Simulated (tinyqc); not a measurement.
From one set of inputs to another, one input at a time: ion implantation: universal nuclear stopping, Lindhard-Scharff electronic stopping and a Gaussian range profile. Computed by tinyqc, a small Python program. Command: `OMP_NUM_THREADS=1 python tinyqc.py 3012516 3012517 out.jsonl implant ladder`. One thread of a shared host (Intel(R) Xeon(R) Processor @ 2.30GHz), about 0.5 s of CPU time with the checks.

An ion slows by elastic collisions with screened nuclei and by friction with electrons; channelling is ignored and the target is uniform.

The inputs printed are set A. Set A is modelled on indium ions in silicon; the values taken over come from a set modelled on germanium ions in aluminium. Inputs not listed in the table keep their values of set A, so the rows need not describe a real material.

Inputs (values chosen for the exercise, modelled on indium ions in silicon):

| quantity | value | unit |
|---|---|---|
| ion atomic number Z1 | 49 | - |
| ion mass M1 | 115 | u |
| target atomic number Z2 | 14 | - |
| target mass M2 | 28.09 | u |
| target density N | 49.94 | 1/nm^3 |
| ion energy E | 2.3 | keV |
| scale factor of electronic stopping k | 1.4 | - |
| dose Q | 1.3e+13 | 1/cm^2 |
| background C_B | 4.9e+15 | 1/cm^3 |

Method:
- Reduced energy eps = 32.53 M2 E/(Z1 Z2 (M1 + M2)(Z1^0.23 + Z2^0.23)), E in keV; s_n = ln(1 + 1.1383 eps)/(2 (eps + 0.01321 eps^0.21226 + 0.19593 eps^0.5)) for eps up to 30 and ln(eps)/(2 eps) above; S_n = 8.462 Z1 Z2 M1 s_n/((M1 + M2)(Z1^0.23 + Z2^0.23)) in 1e-15 eV cm^2.
- S_e = k 3.83 Z1^(7/6) Z2/(Z1^(2/3) + Z2^(2/3))^(3/2) sqrt(E/M1) in 1e-15 eV cm^2, E in keV.
- Path length R = int_0^E dE'/(N (S_n + S_e)); energy lost to nuclei nu = int_0^E S_n/(S_n + S_e) dE' (both with E' = E y^3 and 64 Gauss-Legendre points in y).
- Estimates of Lindhard type: R_p = R/(1 + M2/(3 M1)), straggle dR_p = (2/3) R_p sqrt(M1 M2)/(M1 + M2).
- C(x) = C_p exp(-(x - R_p)^2/(2 dR_p^2)) with C_p = Q/(sqrt(2 pi) dR_p), 1 nm = 1e-7 cm; the profile falls to the background at x_j = R_p + dR_p sqrt(2 ln(C_p/C_B)); the peak atomic fraction is C_p/N.

Each row keeps all changes above it:

| input moved | from | to | projected range R_p (nm) | peak concentration C_p (1/cm^3) | depth x_j where C falls to C_B (nm) |
|---|---|---|---|---|---|
| set A | - | - | 6.4547 | 3.0343e+19 | 13.597 |
| target mass M2 (u) and target atomic number Z2 and target density N (1/nm^3) and displacement energy E_d (eV) | 28.09, 14, 49.94, 15 | 26.98, 13, 60.2, 25 | 5.5572 | 3.5681e+19 | 11.687 |
| ion energy E (keV) | 2.3 | 6.5 | 9.1694 | 2.1625e+19 | 18.995 |
| background C_B (1/cm^3) | 4.9e+15 | 4.7e+15 | 9.1694 | 2.1625e+19 | 19.019 |
| dose Q (1/cm^2) | 1.3e+13 | 1.2e+12 | 9.1694 | 1.9962e+18 | 17.513 |

Projected range R_p goes from 6.45 to 9.17, a factor 1.42 in all. The largest single move comes from ion energy E (a factor 1.65), and target mass M2 with target atomic number Z2 with target density N with displacement energy E_d works against it (a factor 0.861). Peak concentration C_p goes from 3.03e19 to 2.00e18, a factor 0.0658 in all. The largest single move comes from dose Q (a factor 0.0923). Depth x_j where C falls to C_B goes from 13.6 to 17.5, a factor 1.29 in all. The largest single move comes from ion energy E (a factor 1.63), and target mass M2 with target atomic number Z2 with target density N with displacement energy E_d works against it (a factor 0.860). The single moves hold for this order of the switches; the total does not depend on the order.

Extremes, crossings and ranges named in words are read from the listed rows.
